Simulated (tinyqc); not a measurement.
MOS capacitor with interface traps: C-V stretch-out, conductance peak and subthreshold swing: one step, computed by the program tinyqc. Command: `OMP_NUM_THREADS=1 python tinyqc.py 3001262 3001263 out.jsonl mostraps walk`. One thread of a shared host (Intel(R) Xeon(R) Processor @ 2.30GHz), about 0.01 s of CPU time with the checks.

Energies at the interface are counted from the valence band. psi > 0 means bending towards depletion, so the surface potential is -psi. Boltzmann statistics, full ionisation, no quantum confinement. Traps are neutral when filled up to E_n, with a sharp (zero-temperature) occupation.

Task: Conductance peak. v = sqrt(3 k_B T/m) with the majority mass; surface density n_s = N exp(-psi/k_B T); tau = 1/(sigma v n_s); for a continuum of levels G_p/omega = C_it ln(1 + omega^2 tau^2)/(2 omega tau), which peaks at omega tau = 1.98, the frequency 1.98/(2 pi tau); potential fluctuations are left out.

Inputs (values chosen for the exercise, modelled on silicon, with an insulator like SiO2):

| quantity | value | unit |
|---|---|---|
| gap E_g | 1.12 | eV |
| electron mass m_e | 0.317 | m_0 |
| doping N | 6.4e+16 | cm^-3 |
| capture cross-section sigma | 6e-16 | cm^2 |
| band bending towards depletion psi | 0.64 | V |
| temperature T | 200 | K |

Substrate: n-type. Trap spectrum: flat plus a Gaussian peak.

k_B T = 0.01723467 eV

C_it = 1.730117 microF/cm^2

Constants: k_B = 1.380649e-23 J/K; m_0 = 9.1093837015e-31 kg.

Give: v; n_s; trap time constant; peak frequency; peak of G_p/omega.

Result:

v = 1.694e+07 cm/s

n_s = 4.774 cm^-3

trap time constant = 2.061e+07 s

peak frequency = 1.529e-08 Hz

peak of G_p/omega = 0.6961 microF/cm^2

Caution: traps deeper than about 24 k_B T and minority carriers reach equilibrium slowly or not at all, so the charges here are limits for very slow sweeps. Caution: near and beyond midgap the traps also exchange with the minority band, so this majority-carrier time constant and peak do not apply.
